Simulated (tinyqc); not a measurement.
From voltage V back to trap density N_t: space-charge-limited current through a thin insulating or semi-insulating film with traps. Computed by tinyqc, a small Python program. Command: `OMP_NUM_THREADS=1 python tinyqc.py 3008328 3008329 out.jsonl sclc inv`. One thread of a shared host (Intel(R) Xeon(R) Processor @ 2.30GHz), about 0.01 s of CPU time with the checks.

One ohmic injecting contact at x = 0 (field zero), drift only, non-degenerate free carriers.

Inputs (values chosen for the exercise, modelled on semi-insulating GaAs):
```
quantity                                            value        unit
permittivity eps                                     12.9           -
band mobility mu                                     4800  cm^2/(V s)
effective density of states N_c                   4.6e+17      1/cm^3
equilibrium Fermi level below the band edge, E_0     0.61          eV
thickness d                                            93          nm
free density at the anode, in units of N_c        4.1e-06           -
temperature T                                         400           K
characteristic temperature T_c                        500           K
```

Traps: exponential tail.

Constants: k_B = 8.617333262e-05 eV/K; eps_0 = 8.8541878128e-12 F/m; e = 1.602176634e-19 C.

Method:
- Free density n_0 = N_c exp(-E_0/k_B T) in equilibrium; trapped density n_t(n) = N_t (n/N_c)^(T/T_c) (the low-temperature form).
- J = e mu n F and (eps eps_0/e) dF/dx = n - n_0 + n_t(n) - n_t(n_0) = rho(n). With F = J/(e mu n): d = (eps eps_0 J/(e^2 mu)) I_1 and V = (eps eps_0 J^2/(e^3 mu^2)) I_2, I_k = int_(n_L)^infinity dn/(n^(k+1) rho(n)), n_L the density at the anode; with u = n_L/n, 200 Gauss-Legendre points in t, u = 1 - (1 - t)^2.
- Anode field J/(e mu n_L); Mott-Gurney current (9/8) eps eps_0 mu V^2/d^3; ohmic current e n_0 mu V/d.

Task: A run gave the result below. Find the trap density N_t, known to lie between 1.1e+18 and 1.8e+18 1/cm^3.

voltage V = 0.001080345 V

Result:

Each step takes the trial c = (a f_b - b f_a)/(f_b - f_a), f being the result less the target and a, b, c the logarithms of the listed values; c replaces end b, the old b replaces a if the sign of f changed, and otherwise f_a is halved.

Scan of the range:
```
trap density N_t (1/cm^3)  voltage V (V)
1.10e+18                      0.00078099
1.19e+18                      0.00084236
1.30e+18                      0.00091737
1.41e+18                      0.00099238
1.53e+18                      0.00107421
1.66e+18                      0.00116285
1.80e+18                      0.00125832
```

False position (Illinois rule, in the logarithm of the input) inside the bracket:
```
step        end a        end b        trial  voltage V (V)
1     1.53000e+18  1.66000e+18  1.53866e+18     0.00108011
2     1.66000e+18  1.53866e+18  1.53899e+18     0.00108034
3     1.66000e+18  1.53899e+18  1.53901e+18     0.00108035
4     1.53899e+18  1.53901e+18  1.53900e+18     0.00108034
```

Voltage V rises at every point of a 13-point scan of the range (every second point is shown), so one value fits; it is bracketed by 1.53e18 and 1.66e18. Answer: trap density N_t = 1.539e18 1/cm^3.

Caution: V is below 10 k_B T/e, where diffusion from the contact, left out here, dominates.
